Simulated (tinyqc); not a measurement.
Wide-gap-emitter heterojunction bipolar transistor, Gummel numbers and transit times: two steps of the calculation.

One-dimensional n-p-n transistor in the forward active mode at low injection. In the base p(x) = NB exp(-eta x/wb) and ni(x)^2 = ni^2 exp((g0 + g1 x/wb)/Vt); electrons leave the base at vsat; band spikes at the emitter junction and recombination inside the emitter are ignored.

Values chosen for this exercise; band and dielectric values close to those of gallium arsenide:

| symbol | value | unit | meaning |
|---|---|---|---|
| T | 400 | K | temperature |
| Eg | 1.39 | eV | band gap |
| eps_r | 13 |  | relative permittivity |
| Nc | 6.65e17 | cm^-3 | conduction-band density of states at T |
| Nv | 1.37e19 | cm^-3 | valence-band density of states at T |
| vsat | 7.97e6 | cm/s | saturation velocity |
| wb | 95 | nm | neutral base width |
| NB | 3.2e19 | cm^-3 | base doping at the emitter edge |
| eta | 0 |  | doping falls as exp(-eta x/wb) |
| g0 | 0 | eV | gap reduction at the emitter edge of the base |
| g1 | 0.027 | eV | further gap reduction across the base (linear) |
| Dn | 31 | cm^2/s | electron diffusion coefficient in the base |
| NE | 6.4e17 | cm^-3 | emitter doping |
| gE | -0.25 | eV | gap reduction in the emitter (negative: wider gap) |
| we | 59 | nm | neutral emitter width |
| Dp | 2.9 | cm^2/s | hole diffusion coefficient in the emitter |
| Se | 2e6 | cm/s | recombination velocity at the emitter contact |
| tb | 2e-10 | s | electron lifetime in the base |
| NC | 1.5e16 | cm^-3 | collector doping |
| VCB | 1.5 | V | collector-base reverse bias |

Constants: q = 1.602176634e-19 C, kB = 1.380649e-23 J/K, Vt = kB T/q, eps0 = 8.8541878128e-14 F/cm where lengths are in cm. Results are converted to the units shown.

Problem 1. Base Gummel number and transit time. f(x) = p(x) ni^2/ni(x)^2; I(x) = integral from x to wb of f/Dn, plus f(wb)/vsat; base Gummel number GB = I(0); electron density per unit flux n/(J/q) = I/f; base transit time tauB = integral of I/f over the base. Trapezoid rule on 10 equal steps.

Give: x; f; I; I/f; GB; tauB.

Solution 1.

```
point  x (nm)  f (cm^-3)  I (s/cm^4)  I/f (s/cm)
0       0.000  3.2000e19   8.6373e12   2.6991e-7
1       9.500  2.9589e19   7.6936e12   2.6001e-7
2      19.000  2.7360e19   6.8210e12   2.4931e-7
3      28.500  2.5298e19   6.0141e12   2.3773e-7
4      38.000  2.3392e19   5.2680e12   2.2520e-7
5      47.500  2.1630e19   4.5782e12   2.1166e-7
6      57.000  2.0000e19   3.9403e12   1.9701e-7
7      66.500  1.8494e19   3.3504e12   1.8117e-7
8      76.000  1.7100e19   2.8051e12   1.6404e-7
9      85.500  1.5812e19   2.3008e12   1.4551e-7
10     95.000  1.4621e19   1.8345e12   1.2547e-7
```

GB = 8.6373e12 s/cm^4
tauB = 1.9659 ps

Problem 2. Gain, Early voltage and collector delay. ni = sqrt(Nc Nv) exp(-Eg/(2 Vt)), Eg in volts; GE = NE exp(-gE/Vt)(we/Dp + 1/Se); JC = J0 exp(VBE/Vt), J0 = q ni^2/GB; gain limited by back injection GE/GB, by base recombination tb/tauB, together 1/beta = the sum of the inverses; collector layer one-sided, Wc = sqrt(2 eps0 eps_r (Vbc + VCB)/(q NC)), Vbc = Vt ln(p(wb) NC/ni^2), Cjc = eps0 eps_r/Wc; Early voltage VA = GB q p(wb)/(f(wb) Cjc [1/Dn - (eta + g1/Vt)/(wb vsat)]), f(wb) = p(wb) exp(-(g0 + g1)/Vt), p(wb) = NB exp(-eta); tauC = Wc/(2 vsat).

GB = 8.6372577e12 s/cm^4
tauB = 1.9658514 ps

Find: ni; GE; J0; GE/GB; tb/tauB; beta; Wc; Cjc; VA; tauC.

Solution 2.

ni = 5.2864e9 cm^-3
GE = 2.2905e15 s/cm^4
J0 = 5.1838e-13 A/cm^2
GE/GB = 265.19
tb/tauB = 101.74
beta = 73.529
Wc = 516.83 nm
Cjc = 0.22271 fF/um^2
VA = 6206.3 V
tauC = 3.2424 ps

The gain is limited more by recombination in the base. beta VA = 4.56e5 V.

Range of the model: Heavy doping makes emitter or base degenerate; gE and g0 are to be read as apparent gap changes that include this.

tinyqc, about 0.01 s, one thread, Intel Xeon 2.30GHz (shared host): `OMP_NUM_THREADS=1 python tinyqc.py 2320104 2320105 out.jsonl`
